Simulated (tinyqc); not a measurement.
## Off-state leakage of single and stacked transistors: subthreshold current against the height of the stack

n-channel devices of unit width. Subthreshold current I(Vg, Vs, Vd) = I0 (T/300 K)^0.5 exp[(Vg - Vs - VT(T) - gb (Vs - Vb) + dd (Vd - Vs))/(nf Vt)] (1 - exp(-(Vd - Vs)/Vt)), VT(T) = VT - cT (T - 300 K). Gate-edge tunnelling Ig (Vd/1 V) exp(ag (Vd - 1 V)), for a gate at 0 V, and band-to-band leakage Ab u exp(-Bb/u), u = Vd - Vb + 1 V, flow at a drain held at V; both are taken as independent of T. In a stack of off transistors (all gates at 0 V) the same subthreshold current passes through each.

All n gates at 0 V, bottom source at 0 V, top drain at V; node voltages follow from equal currents.

Values chosen for this exercise; values of the order met in bulk silicon logic transistors: temperature T = 300 K; supply voltage V = 1.1 V; threshold at 300 K, zero drain and body bias VT = 0.45 V; fall of the threshold with temperature cT = 0.5 mV/K; current at threshold at 300 K I0 = 0.25 uA/um; slope factor nf = 1.28; drain-induced lowering per volt dd = 0.08; rise of the threshold per volt of source-body bias gb = 0.23; body voltage Vb = 0 V.

Constants: q = 1.602176634e-19 C, kB = 1.380649e-23 J/K, Vt = kB T/q. Results are converted to the units shown.

Subthreshold current against the height of the stack:
columns A: n; B: I (nA/um); C: reduction factor; D: drain voltage of the bottom device (mV); E: source voltage of the top device (mV); F: voltage across the top device (V)
```
A          B       C       D       E        F
1  0.0044351  1.0000  1100.0       0   1.1000
2  3.3442e-4  13.262  65.294  65.294   1.0347
3  1.6655e-4  26.628  18.598  82.903   1.0171
4  1.1047e-4  40.149  10.999  93.275   1.0067
5  8.2542e-5  53.731  7.8165  100.64  0.99936
6  6.5854e-5  67.347  6.0630  106.34  0.99366
```

The second transistor cuts the current by a factor of 13.3, the third by a further 2.01 and the sixth by 1.25. The top device keeps 90.3 % of the supply at n = 6, while the drain voltage of the bottom one falls to 0.235 Vt.

Program tinyqc, `OMP_NUM_THREADS=1 python tinyqc.py 2242170 2242171 out.jsonl`; Intel Xeon 2.30GHz, shared host, one thread, about 0.03 s.
